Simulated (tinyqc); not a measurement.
Hexagonal on-chip spiral inductor, lumped pi model: one step of the calculation.

Outer diameter do = di + 2 n wd + 2 (n - 1) sp, mean da = (do + di)/2, fill p = (do - di)/(do + di), length l = 3.464 n da. L = 2.33 mu0 n^2 da/(1 + 3.82 p), mu0 = 4 pi 1e-7 H/m. Rs = rho l/(wd delta (1 - exp(-th/delta))), delta = sqrt(rho/(pi f mu0)). Cs = n wd^2 eps0 eo/hu across the coil. At each end Cox = l wd eps0 eo/(2 ho) leads to the substrate branch Rsi = 2 rs he/(l wd) in parallel with Csi = l wd eps0 11.7/(2 he). With one end grounded Y = 1/(Rs + i w L) + i w Cs + 1/[1/(i w Cox) + 1/(1/Rsi + i w Csi)], w = 2 pi f; Q = -Im Y/Re Y. Eddy currents in neighbouring turns and in the substrate are left out.

Problem. Geometry and model elements. do, l, L, delta, Rs, Cs, Cox, Rsi and Csi as defined.

Inputs (values chosen for the exercise); values of the order met in silicon radio-frequency processes: number of turns n = 6.5; line width wd = 8 um; space between turns sp = 1.5 um; inner diameter di = 140 um; metal thickness th = 3 um; metal resistivity rho = 2.2 uohm cm; oxide below the coil ho = 5.7 um; oxide between coil and underpass hu = 0.6 um; relative permittivity of the oxide eo = 3; substrate resistivity rs = 100 ohm cm; effective spreading depth in the substrate he = 80 um; frequency f = 7.5 GHz.

Constants: eps0 = 8.8541878128e-12 F/m. Results are converted to the units shown.

Wanted: do; l; L; delta; Rs; Cs; Cox; Rsi; Csi.

Solution.

do = 260.5 um
l = 4509 um
L = 11.53 nH
delta = 0.8620 um
Rs = 14.84 ohm
Cs = 18.42 fF
Cox = 84.05 fF
Rsi = 4436 ohm
Csi = 23.35 fF

Computed by the program tinyqc: `OMP_NUM_THREADS=1 python tinyqc.py 2302211 2302212 out.jsonl`, one thread of a shared Intel Xeon 2.30GHz, about 0.01 s for the whole run.
